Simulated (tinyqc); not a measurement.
Exchange-split free-electron bands and tunnelling magnetoresistance: sweeps and comparisons. A value that a table varies takes the place of the one given here.

Majority and minority bands E = c k^2/m -/+ Dx/2, c = hbar^2/2m0, so k_up = sqrt(m (EF + Dx/2)/c), k_dn = sqrt(m (EF - Dx/2)/c); n_s = k_s^3/(6 pi^2), D_s = m k_s/(4 pi^2 c).

Barrier: kappa = sqrt(mb phi/c), c = hbar^2/2m0. With a = k1/m, b = k2/m, w = kappa/mb, the transmission at normal incidence is T(k1, k2) = 4 a b w^2/[w^2 (a + b)^2 + (w^2 + a^2)(w^2 + b^2) sinh^2(kappa d)]. Parallel: G_P = T(up, up) + T(dn, dn); antiparallel: G_AP = 2 T(up, dn); TMR = (G_P - G_AP)/G_AP. Julliere: TMR = 2 P^2/(1 - P^2). Slonczewski factor: P_eff = P_k (w^2 - a_up a_dn)/(w^2 + a_up a_dn), P_k = (k_up - k_dn)/(k_up + k_dn).

Constants: hbar^2/2m0 = 3.80998211 eV angstrom^2.

Values chosen for the exercise: EF = 3.05 eV (Fermi energy above the mean band bottom); Dx = 3.88 eV (exchange splitting); m = 0.96 m0 (mass in the electrodes); mb = 0.79 m0 (mass in the barrier); d = 9.9 angstrom (barrier thickness); phi = 2.88 eV (barrier height above EF).

## Barrier height

Results:
```
phi (eV),w (1/angstrom),P_eff,TMR (%),G_P
0.20,0.258,-0.2918,17.60,0.0544
0.40,0.365,-0.2361,11.66,0.0156
0.70,0.482,-0.1684,5.83,0.00313
1.0,0.576,-0.1145,2.66,0.000791
1.5,0.706,-0.0456,0.42,0.000110
2.0,0.815,0.0058,0.01,2.02e-05
3.0,0.998,0.0773,1.20,1.12e-06
4.0,1.153,0.1248,3.16,9.47e-08
6.0,1.412,0.1838,6.99,1.46e-09
10,1.823,0.2425,12.50,1.88e-12
```

P_eff vanishes where w^2 = a_up a_dn, at phi = 1.94 eV, inside the table; the lowest TMR listed is 0.01 % at 2 eV. TMR is 17.6 % at the lowest barrier and 12.5 % at the highest, against 29.6 % for Julliere with P_k; P_eff tends to +P_k for very high barriers and to -P_k for very low ones. G_P falls by 10.5 decades.

## Barrier thickness

Results:
```
d (angstrom),kappa d,G_P,G_AP,TMR (%)
1,0.773,1.07,0.995,7.91
2,1.546,0.289,0.282,2.75
3,2.318,0.0650,0.0641,1.38
4,3.091,0.0140,0.0139,1.08
6,4.637,0.000639,0.000632,1.00
8,6.182,2.90e-05,2.87e-05,0.99
10,7.728,1.32e-06,1.31e-06,0.99
13,10.046,1.28e-08,1.27e-08,0.99
16,12.364,1.24e-10,1.23e-10,0.99
20,15.455,2.56e-13,2.54e-13,0.99
```

For thick barriers each angstrom costs a factor exp(2 kappa) = 4.69 in both conductances, and TMR settles at 0.99 % (the interface factor, which vanishes at (kappa/mb)^2 = k_up k_dn/m^2, reduces it below the value from the polarisation of k alone); it is within 0.1 point of that from d = 4 angstrom on. At 1 angstrom it is 7.91 %, where the barrier is thin and the mismatch of k_up and k_dn starts to rule, as it does fully for d -> 0.

## Exchange splitting

Dx takes the listed multiples of 2 EF.

Results:
```
Dx/(2 EF),k_up,k_dn,P_k,P_eff,TMR (%)
0.10,0.9194,0.8317,0.0501,0.0036,0.00
0.20,0.9603,0.7841,0.1010,0.0080,0.01
0.35,1.0186,0.7068,0.1807,0.0183,0.07
0.50,1.0737,0.6199,0.2679,0.0375,0.28
0.65,1.1261,0.5186,0.3693,0.0750,1.13
0.80,1.1761,0.3920,0.5000,0.1566,5.03
0.90,1.2084,0.2772,0.6268,0.2817,17.24
0.97,1.2304,0.1518,0.7803,0.5075,69.37
```

P_k rises from 0.050 to 0.780, and TMR goes from 0.00 % to 69.4 %, steadily. At Dx = 2 EF the minority band is empty (a half metal) and G_AP vanishes.

## What moves the magnetoresistance

All results formed anew. Each row changes one parameter from the base and keeps the others.

Results:
```
case,P_k,P_eff,TMR (%),G_P
base,0.3590,0.0703,0.99,1.54e-06
Dx = 4.074 eV,0.3829,0.0816,1.34,1.51e-06
EF = 3.355 eV,0.3184,0.0389,0.30,1.61e-06
phi = 3.744 eV,0.3590,0.1142,2.64,1.73e-07
mb = 0.632 m0,0.3590,0.1079,2.35,7.48e-06
d = 11.9 angstrom,0.3590,0.0703,0.99,7.00e-08
m = 1.152 m0,0.3590,0.1011,2.07,1.50e-06
```

The largest shifts from the base row, up to three for each result and ties (the steps differ in size, so this ranks the rows, not the parameters). P_k: EF -0.0406, Dx +0.0239; unchanged at the printed digits by phi, mb, d and m. P_eff: phi +0.0439, mb +0.0375, EF -0.0314; unchanged at the printed digits by d. TMR (%): phi +1.65, mb +1.36, m +1.07; unchanged at the printed digits by d. G_P: mb +5.94e-06, d -1.47e-06, phi -1.37e-06.

tinyqc: `OMP_NUM_THREADS=1 python tinyqc.py 1652125 1652126 out.jsonl`; about 0.01 s, one thread, shared Intel(R) Xeon(R) Processor @ 2.30GHz.
